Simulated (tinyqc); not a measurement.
Order of mass and momentum: stepped quantum well by finite differences.

Finite differences on points z_i at the centres of cells of width h: H_ii = (c/h^2)(1/m_(i-1/2) + 1/m_(i+1/2)) + V_i, H_(i,i+1) = -(c/h^2)/m_(i+1/2), where m_(i+1/2) is the mean of the masses at the two points (the end values are repeated outwards), psi = 0 on the points beyond both ends, c = hbar^2/2m0. The field adds e F (z - z0) with z0 the middle of the structure; 1 kV/cm = 1e-5 eV/angstrom.

Constants: hbar^2/2m0 = 3.80998211 eV angstrom^2.

Inputs chosen for the exercise (out of a larger set: near those of an InGaAs well in InP; not measured data):
```
symbol  value                                                                                unit      meaning
layers  ((136, 0.261, 0.0834), (68, 0, 0.0413), (102, 0.154, 0.0661), (136, 0.261, 0.0834))            each layer: thickness in angstrom, band edge in eV, mass in m0
F       0                                                                                    kV/cm     field along z
hf      2.125                                                                                angstrom  cell width of the fine grid
```

Fine grid. Hermitian kinetic operators m^a p m^b p m^a with 2a + b = -1: H_ii = (c/h^2) m_i^(2a) (m_(i-1/2)^b + m_(i+1/2)^b) + V_i, H_(i,i+1) = -(c/h^2) m_i^a m_(i+1)^a m_(i+1/2)^b; BenDaniel-Duke is a = 0. The halved form has H_ii = 2c/(h^2 m_i) + V_i and H_(i,i+1) = -(c/2h^2)(1/m_i + 1/m_(i+1)). The shifts are measured against BenDaniel-Duke; the last column repeats E1 with cells of hf/4.

Levels (eV):
```
operator                            E1      E2  E1 - E1(BDD) (meV)  E1 at hf/4
BenDaniel-Duke                  0.0583  0.1796                 0.0      0.0584
(1/m) p^2 + p^2 (1/m), halved   0.0365  0.1444               -21.8     -0.6690
m^(-1/2) p^2 m^(-1/2)           0.0805  0.1822                22.2      0.0806
m^(-1/4) p m^(-1/2) p m^(-1/4)  0.0692  0.1808                10.9      0.0693
one mass, the smallest          0.0693  0.1890                11.0      0.0694
```

What can be read from this table?

The three forms m^a p m^b p m^a span 22.2 meV in E1, 18 % of E2 - E1; they differ only at the mass steps (largest to smallest mass 2.02), where m^a psi is the continuous quantity. Dropping the mass step altogether moves E1 by +11.0 meV. Refining the grid moves the halved form by -705.5 meV, against at most 0.11 meV for the other three: at an abrupt step it has no limit as the grid is refined.

(tinyqc, `OMP_NUM_THREADS=1 python tinyqc.py 1252222 1252223 out.jsonl`, Intel(R) Xeon(R) Processor @ 2.30GHz, 1 thread, shared host, about 0.02 s.)
